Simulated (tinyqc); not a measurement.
# A discretised effective-mass wire between two leads, recursive Green functions: convergence with the grid step

Finite differences on a grid of step a give a chain with hopping -t, t = C/(m a^2), C = hbar^2/(2 m0), and site energies 2 t + U_i for the N = 5 sites of the device; the semi-infinite leads have site energy 2 t. Each slice is one site, and V = -t couples neighbouring slices.

A flat barrier of height U0 = 0.62 eV and width d = 0.93 nm is laid on n sites with a = d/n (U = U0 on each, N = n). Sigma = t^2 g(E - 2 t), g(x) = (x - i sqrt(4 t^2 - x^2))/(2 t^2) for |x| < 2 t and (x - sign(x) sqrt(x^2 - 4 t^2))/(2 t^2) otherwise; Gamma = i (Sigma - Sigma^dagger); both leads give the same. Forward pass: g_1 = (E - H_1 - Sigma)^(-1), g_i = (E - H_i - V g_(i-1) V^dagger)^(-1), with Sigma also subtracted on the last slice; G_(i,1) = g_i V G_(i-1,1), starting from g_1. H_i is the block of slice i, its site energy. T(E) = Tr[Gamma G_(N,1) Gamma G_(N,1)^dagger]. The continuum value is 1/[1 + U0^2 sinh^2(K d)/(4 E (U0 - E))], K = sqrt(m (U0 - E)/C) (sin and k above the barrier).

Parameters, values chosen for the exercise:
```
symbol,value,unit,meaning
m,0.2,m0,effective mass
E,0.277,eV,energy above the band bottom of the leads
```

Constants: q = 1.602176634e-19 C, hbar = 1.054571817e-34 J s, m0 = 9.1093837015e-31 kg, hbar^2/(2 m0) = 0.0380998212 eV nm^2. Results are converted to the units shown.

Results:

| n | a (nm) | t (eV) | T(E) | error (%) |
|---|---|---|---|---|
| 1 | 0.9300 | 0.2203 | 0.3033 | 8.65 |
| 2 | 0.4650 | 0.8810 | 0.2907 | 4.16 |
| 4 | 0.2325 | 3.524 | 0.2823 | 1.16 |
| 8 | 0.1163 | 14.10 | 0.2799 | 0.297 |
| 16 | 0.05813 | 56.39 | 0.2793 | 0.0747 |
| 64 | 0.01453 | 902.2 | 0.2791 | 4.68e-3 |

Estimate the missing row, n = 32.

Computed row:

| n | a (nm) | t (eV) | T(E) | error (%) |
|---|---|---|---|---|
| 32 | 0.02906 | 225.5 | 0.2792 | 0.0187 |

With this row back in the table: The continuum value is 0.27911. The error goes from 8.7 % to 0.0047 %, and the last halving of a cuts it by a factor of 4.0: second order, since the lattice band 2 t (1 - cos ka) departs from the parabola at order (ka)^4.

Numbers from tinyqc (`OMP_NUM_THREADS=1 python tinyqc.py 2660037 2660038 out.jsonl`; about 0.01 s on one thread of a shared Intel Xeon 2.30GHz).
